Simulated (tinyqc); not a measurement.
# From growth rate at the centre back to source temperature T

Model: vacuum evaporation: vapour pressure, source flux, thickness distribution, purity and step coverage. Computed by tinyqc, a small Python program. Command: `OMP_NUM_THREADS=1 python tinyqc.py 3110286 3110287 out.jsonl evap inv`. One thread of a shared host (Intel(R) Xeon(R) Processor @ 2.30GHz), about 0.01 s of CPU time with the checks.

Molecular flow, unit sticking of the metal, no re-evaporation. The background gas is taken as water vapour (18.015 g/mol, collision diameter 0.37 nm) at 300 K.

Inputs (values chosen for the exercise, modelled on indium, with constants for the liquid):
```
quantity                    value    unit
molar mass M                114.8   g/mol
film density rho             7.31  g/cm^3
vapour-pressure constant A   10.4       -
vapour-pressure constant B  12320       K
source area                  0.24    cm^2
directionality n                1       -
source-to-wafer distance h     70      cm
wafer radius R                7.5      cm
```

Constants: u = 1.6605390666e-27 kg; k_B = 1.380649e-23 J/K; R = 8.314462618 J/(mol K).

Method:
- log10(p_v/Pa) = A - B/T; flux from the surface Phi = p_v/sqrt(2 pi m k_B T), m = M u.
- Mass loss = Phi x area x m; heat of evaporation = ln(10) R B; d ln Phi/dT = ln(10) B/T^2 - 1/(2 T).
- A small source emits (n + 1) Phi area cos^n(phi)/(2 pi) per solid angle; on a parallel plane at height h and lateral distance l the arrival rate is (n + 1) Phi area/(2 pi h^2) x (1 + (l/h)^2)^(-(n + 3)/2). Growth rate = arrival rate x m/rho, m = M u. The wafer is fixed and centred above the source.

Question. A run gave the result below. Find the source temperature T, known to lie between 1100 and 1500 K.

growth rate at the centre = 0.002038885 nm/s

Answer.

Each step takes the trial c = (a f_b - b f_a)/(f_b - f_a), f being the result less the target and a, b, c the logarithms of the listed values; c replaces end b, the old b replaces a if the sign of f changed, and otherwise f_a is halved.

Scan of the range:
```
source temperature T (K)  growth rate at the centre (nm/s)
1100                                           4.77766e-04
1160                                           1.76601e-03
1220                                           5.73286e-03
1280                                           1.66459e-02
1350                                           5.11469e-02
1420                                           1.40511e-01
1500                                           3.96765e-01
```

False position (Illinois rule, in the logarithm of the input) inside the bracket:
```
step    end a    end b    trial  growth rate at the centre (nm/s)
1     1160.00  1220.00  1164.03                        0.00191876
2     1220.00  1164.03  1165.75                        0.00198766
3     1220.00  1165.75  1167.19                        0.00204663
4     1165.75  1167.19  1167.00                        0.00203879
5     1167.19  1167.00  1167.00                        0.00203888
6     1167.19  1167.00  1167.00                        0.00203889
7     1167.00  1167.00  1167.00                        0.00203888
8     1167.00  1167.00  1167.00                        0.00203889
```

Growth rate at the centre rises at every point of a 13-point scan of the range (every second point is shown), so one value fits; it is bracketed by 1160 and 1220. Answer: source temperature T = 1167 K.
